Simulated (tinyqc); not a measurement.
Comparisons within one model: pi bands of a honeycomb layer in tight binding. A value that a table varies takes the place of the one given here.

Lattice vectors a (1,0) and a (1/2, sqrt3/2); f = exp(i ky a/sqrt3) + 2 cos(kx a/2) exp(-i ky a/(2 sqrt3)), w = |f|. H = [[D - t2 F, -t f], [., -D - t2 F]] with F = w^2 - 3, S = [[1, s0 f], [., 1]]; the levels solve det(H - E S) = 0. K = (4 pi/3a, 0), M = (pi/a, pi/(sqrt3 a)); w = 3, 1, 0 at Gamma, M, K.

Constants: hbar^2/2m0 = 3.80998211 eV angstrom^2.

Values chosen for the exercise (of the size used for graphene; not measured data): a = 2.46 angstrom (lattice constant); t = 3 eV (nearest hopping); t2 = 0.08 eV (second-neighbour hopping); s0 = 0 (overlap of neighbours); D = 0 eV (+D on A, -D on B).

## How far the cone holds

Upper and lower levels at distance q from K towards Gamma (-x) and towards M (+x), measured from 3 t2; cone: sqrt(D^2 + (hbar v q)^2), hbar v = (sqrt3/2) a (t + 3 t2 s0).

Levels (eV):

| q (1/angstrom) | cone | upper, to Gamma | lower, to Gamma | upper, to M | lower, to M |
|---|---|---|---|---|---|
| 0.02 | 0.1278 | 0.1286 | -0.1289 | 0.1268 | -0.1270 |
| 0.05 | 0.3196 | 0.3241 | -0.3260 | 0.3128 | -0.3146 |
| 0.10 | 0.6391 | 0.6563 | -0.6641 | 0.6115 | -0.6182 |
| 0.15 | 0.9587 | 0.9952 | -1.0131 | 0.8951 | -0.9096 |
| 0.20 | 1.2783 | 1.3394 | -1.3721 | 1.1628 | -1.1874 |
| 0.30 | 1.9174 | 2.0378 | -2.1144 | 1.6474 | -1.6971 |
| 0.40 | 2.5565 | 2.7402 | -2.8806 | 2.0596 | -2.1379 |
| 0.60 | 3.8348 | 4.1140 | -4.4391 | 2.6499 | -2.7810 |

At q = 0.2 the upper band lies +61 meV from the cone towards Gamma and -115 meV towards M; half their difference, 88 meV, is the trigonal warping, steeper towards Gamma, and their mean, -27 meV, comes from the bending of the band and from t2 or the overlap. All four values stay within 5 % of the cone up to q = 0.1. The electron-hole asymmetry, upper plus lower towards Gamma, is -33 meV at q = 0.2.

## Fermi level against carrier density

hbar v = 6.39127 eV angstrom

Cone with four flavours: n = kF^2/pi, EF = sqrt(D^2 + (hbar v kF)^2), density of states 2 EF/(pi (hbar v)^2), quantum capacitance e^2 times it (1 e^2/(eV angstrom^2) = 1602.177 microF/cm^2), cyclotron mass 2c EF/(hbar v)^2, c = hbar^2/2m0; 1e12/cm^2 = 1e-4/angstrom^2.

Filling:

| n (1e12/cm^2) | kF (1/angstrom) | EF (eV) | Cq (microF/cm^2) | cyclotron mass (m0) |
|---|---|---|---|---|
| 0.10 | 0.00560 | 0.0358 | 0.894 | 0.0067 |
| 0.25 | 0.00886 | 0.0566 | 1.414 | 0.0106 |
| 0.50 | 0.01253 | 0.0801 | 2.000 | 0.0149 |
| 1.00 | 0.01772 | 0.1133 | 2.829 | 0.0211 |
| 2.00 | 0.02507 | 0.1602 | 4.000 | 0.0299 |
| 4.00 | 0.03545 | 0.2266 | 5.657 | 0.0423 |
| 10.00 | 0.05605 | 0.3582 | 8.945 | 0.0668 |
| 20.00 | 0.07927 | 0.5066 | 12.650 | 0.0945 |

From 1 to 4e12/cm^2 EF rises by a factor 2.000, the square root of four. Capacitance and mass grow in proportion to EF counted from mid-gap, so hardly at all while a large gap term dominates it; in a parabolic band both are constant; Cq is 2.83 microF/cm^2 at 1e12/cm^2, against 3.45 for 1 nm of a dielectric with eps = 3.9.

## What each parameter does

Gap at K, difference at M, and the two levels at Gamma, from (e - E)^2 - D^2 - (t + s0 E)^2 w^2 = 0, e = -t2 (w^2 - 3). Each row changes one parameter from the base and keeps the others.

Results:

| case | gap at K (eV) | difference at M (eV) | lower at Gamma (eV) | upper at Gamma (eV) |
|---|---|---|---|---|
| base | 0.0000 | 6.0000 | -9.4800 | 8.5200 |
| t = 3.15 eV | 0.0000 | 6.3000 | -9.9300 | 8.9700 |
| t2 = 0.13 eV | 0.0000 | 6.0000 | -9.7800 | 8.2200 |
| s0 = 0.03 | 0.0000 | 6.0150 | -8.6972 | 9.3626 |
| D = 0.1 eV | 0.2000 | 6.0033 | -9.4806 | 8.5206 |
| a = 2.5092 angstrom | 0.0000 | 6.0000 | -9.4800 | 8.5200 |

The largest shifts from the base row, up to three for each result and ties (the steps differ in size, so this ranks the rows, not the parameters). gap at K (eV): D +0.2000; unchanged at the printed digits by t, t2, s0 and a. difference at M (eV): t +0.3000, s0 +0.0150, D +0.0033; unchanged at the printed digits by t2 and a. lower at Gamma (eV): s0 +0.7828, t -0.4500, t2 -0.3000; unchanged at the printed digits by a. upper at Gamma (eV): s0 +0.8426, t +0.4500, t2 -0.3000; unchanged at the printed digits by a. At points fixed by symmetry a drops out; the gap at K is 2D whatever the hoppings.

Run: tinyqc, `OMP_NUM_THREADS=1 python tinyqc.py 1452266 1452267 out.jsonl`; Intel(R) Xeon(R) Processor @ 2.30GHz, one thread, shared host; about 0.01 s of CPU time with all checks.
